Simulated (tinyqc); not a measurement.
# Worked calculation: vertical double-diffused power MOSFET, components of the on-resistance

tinyqc, about 0.01 s, one thread, Intel Xeon 2.30GHz (shared host): `OMP_NUM_THREADS=1 python tinyqc.py 2230029 2230030 out.jsonl` Printed values are rounded.

Stripe cells of pitch Wp + a, two channels a cell. Current flows through the channels, spreads in the accumulation layer, passes the gap between the p bodies and spreads at 45 degrees into the drift layer below them. Low drain voltage, full ionisation.

Inputs (values chosen for the exercise); bulk values close to those of 4H silicon carbide:
- T = 400 K (temperature)
- eps_r = 9.96 (relative permittivity)
- Kc = 23700 V/cm per (cm^-3)^(1/8) (critical-field constant)
- BV = 3300 V (rated breakdown voltage of the drift layer)
- mud = 812 cm^2/(V s) (drift mobility at 300 K)
- bt = 2.1 (temperature exponent of the drift mobility)
- tox = 36 nm (gate oxide thickness (eps_r 3.9))
- Vov = 4 V (gate overdrive)
- mch = 25 cm^2/(V s) (channel mobility)
- mac = 61 cm^2/(V s) (accumulation-layer mobility)
- Lc = 0.6 um (channel length)
- Wp = 2.2 um (width of the p body in one cell, channels included)
- a = 1.9 um (gap between neighbouring p bodies)
- xp = 1.2 um (depth of the p body)
- Nj = 2 (doping of the gap over the drift doping)
- Vbi = 2.8 V (built-in voltage of the body junction)
- Rs = 0.25 mohm cm^2 (substrate and contact resistance)

Constants: q = 1.602176634e-19 C, eps0 = 8.8541878128e-14 F/cm where lengths are in cm. Results are converted to the units shown.

## Drift layer

Triangular field at breakdown with Ec = Kc N^(1/8): BV = eps0 eps_r Ec^2/(2 q N), so N = (eps0 eps_r Kc^2/(2 q BV))^(4/3); W = 2 BV/Ec; mu = mud (T/300 K)^(-bt); rho = 1/(q mu N); ideal resistance rho W.

N = 3.63804e15 cm^-3
Ec = 2.08861 MV/cm
W = 31.6000 um
mu = 443.797 cm^2/(V s)
rho = 3.86578 ohm cm
ideal resistance = 12.2159 mohm cm^2

## Components of the on-resistance

Pitch p = Wp + a, Cox = 3.9 eps0/tox; zero-bias depletion in the gap w0 = sqrt(2 eps0 eps_r Vbi/(q N Nj)), open gap g = a - 2 w0; R_ch = Lc p/(2 mch Cox Vov); R_acc = 0.6 a p/(4 mac Cox Vov), 0.6 being an empirical factor for current leaving the layer along its length; R_gap = (rho/Nj) xp p/g; spreading depth t = min(W, (p - g)/2); R_drift = (rho p/2) ln((g + 2 t)/g) + rho (W - t); R_on = the sum with Rs.

w0 = 0.650870 um
g = 0.598260 um
components (mohm cm^2): channel 1.28231, accumulation 0.499261, gap 1.58958, drift 13.0643, substrate 0.25
R_on = 16.6855 mohm cm^2
shares (%): channel 7.6852, accumulation 2.9922, gap 9.5267, drift 78.2976, substrate 1.4983

The drift term is the largest. R_on is 1.37 times the ideal drift resistance, and spreading raises the drift term to 1.07 times it.
